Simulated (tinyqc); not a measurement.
Inside a calculation. Model: adsorption as a lattice gas: isotherms with interactions, competition, desorption peaks and saturation dose. Computed by tinyqc, a small Python program that keeps every step. Command: `OMP_NUM_THREADS=1 python tinyqc.py 3019334 3019335 out.jsonl adsorb walk`. One thread of a shared host (Intel(R) Xeon(R) Processor @ 2.30GHz), about 0.2 s of CPU time with the checks. Intermediate numbers are printed to about 6 digits and carried at full precision; extremes and crossings named in words are read from the listed rows.

One adsorbate per site; a molecule needs 1 empty site. Gas and surface have the same temperature.

Inputs (values chosen for the exercise, for a model surface):
```
quantity                                          value    unit
desorption energy E                                1.51      eV
prefactor nu                                    2.9e+14     1/s
pair energy w (positive repels)                   0.014      eV
neighbours z                                          4       -
site density N_s                                    7.8  1/nm^2
molecular mass M                                    194       u
sticking coefficient s0                             0.2       -
temperature T                                       557       K
pressure p                                         0.39      Pa
blocking by a second gas, K_B p_B                 0.087       -
heating rate beta                                   2.7     K/s
aspect ratio a (depth over diameter) of a hole       10       -
```

Adsorption: molecular (first order).

Constants: u = 1.6605390666e-27 kg; k_B = 1.380649e-23 J/K; k_B = 8.617333262e-05 eV/K.

## Flux and the Langmuir coverage

Flux F = p/sqrt(2 pi M k_B T); k_d = nu exp(-E/(k_B T)); s0 F (1 - theta) = N_s k_d theta, so y = s0 F/(N_s k_d), theta = y/(1 + y). With a second gas on the same sites theta = y/(1 + y + K_B p_B).

flux F = 3125.94 1/(nm^2 s)

k_d = 6.30672 1/s

y = 12.7090

Langmuir coverage = 0.927055

coverage with the second gas = 0.921209

## Coverage with interactions

With u = w/(k_B T). Mean field: theta/(1 - theta) = y exp(-z u theta). Quasi-chemical: theta/(1 - theta) = y [(r - 1 + 2 theta)(1 - theta)/((r + 1 - 2 theta) theta)]^(-z/2) exp(-z u/2), r = sqrt(1 - 4 theta (1 - theta)(1 - exp(-u))).

u = 0.291676

coverage, mean field = 0.828581

coverage, quasi-chemical = 0.826664

Repulsion lowers the coverage from 0.9271. Both theories put half coverage at ln y = z u/2 = 0.583; here ln y = 2.542.

## Isotherms

The formulas are those given above.

Coverage; the first column is ln y - z u/2:
```
ln y - z u/2  no interaction  mean field  quasi-chemical
-5.0                0.011931    0.011770        0.011790
-3.0                0.081912    0.075525        0.076146
-2.0                0.195187    0.166468        0.168328
-1.0                0.397319    0.313740        0.316138
-0.5                0.520826    0.404156        0.405676
0.0                 0.641838    0.500000        0.500000
0.5                 0.747128    0.595844        0.594324
1.0                 0.829679    0.686260        0.683862
2.0                 0.929782    0.833532        0.831672
3.0                 0.972969    0.924475        0.923854
5.0                 0.996254    0.988230        0.988210
```

At half coverage the slope d theta/d ln y is 1/4 without interaction, 1/(4 + z u) = 0.194 in mean field and 0.190 in the pair theory, 1/[4 + 2 z (exp(u/2) - 1)]. Repulsion spreads the filling over a wider range of pressure; the two theories differ by at most 0.0024 in these rows.

## Desorption peak without interaction

The peak obeys E/(k_B T_p^2) = (nu/beta) exp(-E/(k_B T_p)) exactly. Redhead's shortcut, with the constant 3.46 (3.64 is also in use), reads E back as k_B T_p [ln(nu' T_p/beta) - 3.46], nu' = nu.

peak temperature T_p = 501.083 K

E by Redhead's shortcut = 1.51408 eV

The shortcut misses by +0.27 %, since 3.46 stands for ln(E/(k_B T_p)) = 3.55. A prefactor wrong by a factor 100 would shift E by 0.199 eV.

## Peak against initial coverage

Heating at the rate beta: d theta/dT = -(nu/beta) theta^1 exp(-[E - z w theta]/(k_B T)). Integrated numerically (relative tolerance 1e-9); T_p is the maximum of the rate.

Peak temperatures (K):
```
theta_0    w = 0   with w
0.1      501.083  499.697
0.3      501.083  496.907
0.5      501.083  494.093
0.7      501.083  491.252
0.9      501.083  488.386
```

Without interaction the peak does not move; with w it moves by -11.3 K, so repulsion in first order mimics second-order kinetics.

## Dose to saturate, flat and in a hole

Without desorption or interaction, 99 % coverage needs the time (N_s/(s0 F)) ln 100. For a round hole of aspect ratio a in molecular flow with unit sticking (Gordon), the time is N_s/F x [1 + (19/4) a + (3/2) a^2]. The larger of the two times is a rough guide.

time on a flat surface = 0.0574553 s

time for the hole = 0.495308 s

The hole is limited by transport: for deep holes the dose grows as a^2. Caution: with k_d = nu exp(-E/(k_B T)) of these inputs desorption is not negligible over the time on a flat surface, so without interaction 99 % coverage is not reached.

Checks made by the program: quasi-chemical form at low coverage and at the symmetry point (relative difference 1e-07); T_p against the integrated rate equation (relative difference 3e-09).
